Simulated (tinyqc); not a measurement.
Gate-all-around wire, scale length and short-channel effects: two steps of the calculation.

A round wire of diameter ts in an insulator shell of thickness ti under a surrounding gate. Below threshold the potential that source and drain add obeys Laplace's equation and vanishes on the gate. Its lowest mode decays along the channel as exp(-k y); k is the smallest positive root of the matching condition at the interface, and the scale length is Lambda = pi/k.

Values chosen for this exercise; permittivities: semiconductor close to that of gallium nitride, insulator close to that of silicon dioxide: temperature T = 400 K; relative permittivity of the semiconductor eps_r = 9.63; relative permittivity of the insulator ei = 3.74; insulator thickness ti = 1.2 nm; wire diameter ts = 12.8 nm; channel length L = 31 nm; potential of the source Vbi = 0.94 V; potential of the barrier top at threshold sT = 0.54 V; long-channel threshold VTL = 0.4 V; long-channel body factor m = 1; drain voltage Vds = 0.5 V.

Constants: q = 1.602176634e-19 C, kB = 1.380649e-23 J/K, Vt = kB T/q. Results are converted to the units shown.

Question 1. Scan of the matching condition. f(k) = ei J0(u)[J1(u) Y0(v) - Y1(u) J0(v)] - eps_r J1(u)[J0(u) Y0(v) - Y0(u) J0(v)], u = k ts/2, v = u + k ti.

k, point 0 to 7 (1/nm): 0.045  0.09  0.135  0.18  0.225  0.27  0.315  0.36

Wanted: f(k).

Answer 1.

f(k), point 0 to 7: 7.935  3.486  1.825  0.897  0.299  -0.099  -0.356  -0.500

The first change of sign lies between k = 0.225 and 0.27 1/nm.

Question 2. Threshold shift, barrier position and swing. Along the channel psi(y) = s + a exp(y/l) + b exp(-y/l) with psi(0) = Vbi, psi(L) = Vbi + Vds and l = 1/k = Lambda/pi; with A = Vbi - s, B = A + Vds, x = exp(-L/l): a = (B - A x) x/(1 - x^2), b = (A - B x)/(1 - x^2). The minimum is s + 2 sqrt(a b), at y = (l/2) ln(b/a). The long-channel potential follows the gate as s = sT + (Vg - VTL)/m, and the threshold VT is the gate voltage at which the minimum equals sT. Swing = m Vt ln 10/g at threshold, g = d(minimum)/ds = 1 - (b x + a)/((1 + x) sqrt(a b)).

l = 3.8924280 nm

Give: s at threshold; a; b; position of the minimum; VT; swing.

Answer 2.

s at threshold = 0.5167 V
a = 3.210e-4 V
b = 0.4230 V
position of the minimum = 13.98 nm
VT = 0.3767 V
swing = 82.69 mV/decade

The threshold lies 23.3 mV below the long-channel value, and the barrier top sits at 0.45 L from the source.

Numbers from tinyqc (`OMP_NUM_THREADS=1 python tinyqc.py 2420127 2420128 out.jsonl`; about 0.01 s on one thread of a shared Intel Xeon 2.30GHz).
